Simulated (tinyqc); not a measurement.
From results back to parameters: interband optics of a two-band s-p chain from momentum matrix elements. Five cases, with inputs chosen for the exercise.

Problem. At k = 0 the chain has the gap D0 = Es - Ep_ - 2 (ts + tp), w0 = 4 a^2 V^2, and masses 2c/mc = 2 ts a^2 + 2 w0/D0, 2c/mv = 2 tp a^2 + 2 w0/D0 (c = hbar^2/2m0, mv positive for holes). The oscillator strength there is f0 = w0/(c D0). V, ts and tp are hidden.

Constants: hbar^2/2m0 = 3.80998211 eV angstrom^2.

Case 1.

Values chosen: a = 4.41 angstrom (period).
D0 = 1.9700 eV
f0 = 31.37954

mc, mv (m0): 0.030527  0.029875

Case 2.

Values chosen: a = 2.9 angstrom (period).
D0 = 1.7700 eV
f0 = 1.91753

mc, mv (m0): 0.298301  0.300278

Case 3.

Values chosen: a = 3.38 angstrom (period).
D0 = 5.5700 eV
f0 = 2.51167

mc, mv (m0): 0.306626  0.298395

Case 4.

Values chosen: a = 2.35 angstrom (period).
D0 = 4.0800 eV
f0 = 0.73668

mc, mv (m0): 0.743240  0.803861

Case 5.

Values chosen: a = 3.63 angstrom (period).
D0 = 4.4100 eV
f0 = 4.44228

mc, mv (m0): 0.156763  0.152626

Find: V; ts; tp.

Solution. w0 = f0 c D0 gives V; 1/mc - f0 = ts a^2/c and 1/mv - f0 = tp a^2/c.

Case 1.

V = 1.74 eV
ts = 0.27 eV
tp = 0.41 eV

Case 2.

V = 0.62 eV
ts = 0.65 eV
tp = 0.64 eV

Case 3.

V = 1.08 eV
ts = 0.25 eV
tp = 0.28 eV

Case 4.

V = 0.72 eV
ts = 0.42 eV
tp = 0.35 eV

Case 5.

V = 1.19 eV
ts = 0.56 eV
tp = 0.61 eV

Computed by tinyqc, one run a case: `OMP_NUM_THREADS=1 python tinyqc.py N N+1 out.jsonl` with N = 1651861, 1651885, 1651930, 1651933, 1652028; one thread of a shared Intel(R) Xeon(R) Processor @ 2.30GHz, about 0.01 s a run at most.
